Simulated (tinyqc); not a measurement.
# Electron mobility in a silicon inversion layer, empirical terms and Matthiessen rule: several studies

Inversion layer of sheet density Ns on a uniformly doped body, under a high-permittivity gate with an interlayer. The mobility terms are empirical power laws with prefactors chosen for the exercise; adding their inverses (Matthiessen) is itself an approximation.

Inputs (values chosen for the exercise); material values close to those of silicon:
- T = 250 K (temperature)
- Eg = 1.12 eV (band gap)
- eps_r = 11.7 (relative permittivity of the semiconductor)
- Nc = 2.11e19 cm^-3 (conduction-band density of states at T)
- Nv = 2.03e19 cm^-3 (valence-band density of states at T)
- Nb = 3.1e17 cm^-3 (body doping)
- Vsb = 0.3 V (reverse body bias)
- eta = 0.5 (weight of the inversion charge in the effective field)
- Ap = 434 cm^2/(V s) (phonon-limited mobility at 1 MV/cm and 300 K)
- As = 742 cm^2/(V s) (roughness-limited mobility at 1 MV/cm)
- gs = 2 (exponent of the roughness term)
- Ac = 2700 cm^2/(V s) (Coulomb prefactor)
- Nit = 1.7e10 cm^-2 (charge at the interface)
- Ar = 240 cm^2/(V s) (remote-phonon mobility without interlayer)
- ti = 1 nm (interlayer thickness)
- lr = 0.7 nm (decay length of remote phonons)
- Ns = 7.8e12 cm^-2 (inversion density)

Constants: q = 1.602176634e-19 C, kB = 1.380649e-23 J/K, Vt = kB T/q, eps0 = 8.8541878128e-14 F/cm where lengths are in cm. Results are converted to the units shown.

Each table varies one quantity; the others keep the values above.

## Effect of the interlayer thickness

ni = sqrt(Nc Nv) exp(-Eg/(2 Vt)), Eg in volts; Ndep = sqrt(2 eps0 eps_r Nb (2 Vt ln(Nb/ni) + Vsb)/q); E = q (Ndep + eta Ns)/(eps0 eps_r), in MV/cm. With t = T/(300 K): muC = Ac (Ns/1e12 cm^-2) t/(Nb/1e17 cm^-3 + Nit/1e11 cm^-2), muP = Ap E^(-1/3) t^(-1.75), muS = As E^(-gs), muR = Ar exp(2 ti/lr)/t; 1/mu is the sum of the inverses.

The same in every row: E (MV/cm) = 0.9479; muC (cm^2/(V s)) = 5367; muP (cm^2/(V s)) = 607.9; muS (cm^2/(V s)) = 825.9.

Effect of the interlayer thickness:

| ti (nm) | muR (cm^2/(V s)) | mu (cm^2/(V s)) |
|---|---|---|
| 0.2 | 510.0 | 199.9 |
| 0.4 | 903.1 | 241.0 |
| 0.6 | 1599 | 272.7 |
| 0.8 | 2832 | 294.5 |
| 1 | 5015 | 308.5 |
| 1.2 | 8880 | 317.0 |
| 1.4 | 1.572e4 | 322.0 |
| 1.6 | 2.784e4 | 324.9 |
| 1.8 | 4.931e4 | 326.5 |

As ti goes from 0.2 to 1.8 nm, E stays at 0.948 MV/cm and mu rises from 200 to 327 cm^2/(V s). The smallest term is the remote phonon one in the first row and the phonon one in the last.

## Effect of the reverse body bias

Same model as above.

The same in every row: muC (cm^2/(V s)) = 5367; muR (cm^2/(V s)) = 5015.

Effect of the reverse body bias:

| Vsb (V) | E (MV/cm) | muP (cm^2/(V s)) | muS (cm^2/(V s)) | mu (cm^2/(V s)) |
|---|---|---|---|---|
| 0 | 0.9032 | 617.7 | 909.5 | 322.2 |
| 0.4 | 0.9615 | 605.0 | 802.6 | 304.5 |
| 0.8 | 1.012 | 594.8 | 725.2 | 290.2 |
| 1.2 | 1.056 | 586.4 | 665.3 | 278.2 |
| 1.6 | 1.097 | 579.0 | 617.0 | 267.9 |
| 2 | 1.134 | 572.6 | 577.0 | 258.7 |
| 2.4 | 1.169 | 566.8 | 543.0 | 250.5 |

What does the comparison show?

As Vsb goes from 0 to 2.4 V, E rises from 0.903 to 1.17 MV/cm and mu falls from 322 to 251 cm^2/(V s). The smallest term is the phonon one in the first row and the roughness one in the last.

## Effect of the body doping

Same model as above.

The same in every row: muR (cm^2/(V s)) = 5015.

Results:

| Nb (cm^-3) | E (MV/cm) | muC (cm^2/(V s)) | muP (cm^2/(V s)) | muS (cm^2/(V s)) | mu (cm^2/(V s)) |
|---|---|---|---|---|---|
| 2e16 | 0.6864 | 4.743e4 | 676.9 | 1575 | 428.7 |
| 4.4e16 | 0.7285 | 2.877e4 | 663.6 | 1398 | 407.1 |
| 9.7e16 | 0.7920 | 1.539e4 | 645.4 | 1183 | 376.0 |
| 2.1e17 | 0.8849 | 7731 | 621.9 | 947.5 | 334.2 |
| 1e18 | 1.235 | 1726 | 556.6 | 486.7 | 216.0 |
| 2.3e18 | 1.574 | 757.4 | 513.3 | 299.4 | 146.9 |
| 5e18 | 2.053 | 349.8 | 469.8 | 176.1 | 92.03 |

Estimate the missing row, Nb = 4.7e17 cm^-3.

Computed row:

| Nb (cm^-3) | E (MV/cm) | muC (cm^2/(V s)) | muP (cm^2/(V s)) | muS (cm^2/(V s)) | mu (cm^2/(V s)) |
|---|---|---|---|---|---|
| 4.7e17 | 1.031 | 3604 | 591.1 | 698.5 | 277.8 |

With this row back in the table: As Nb goes from 2e16 to 5e18 cm^-3, E rises from 0.686 to 2.05 MV/cm and mu falls from 429 to 92.0 cm^2/(V s). The smallest term is the phonon one in the first row and the roughness one in the last. For Nb = 2.3e18 to 5e18 cm^-3 E passes 1.5 MV/cm, beyond the usual range of such laws.

Numbers from tinyqc (`OMP_NUM_THREADS=1 python tinyqc.py 2510158 2510159 out.jsonl`; about 0.01 s on one thread of a shared Intel Xeon 2.30GHz).
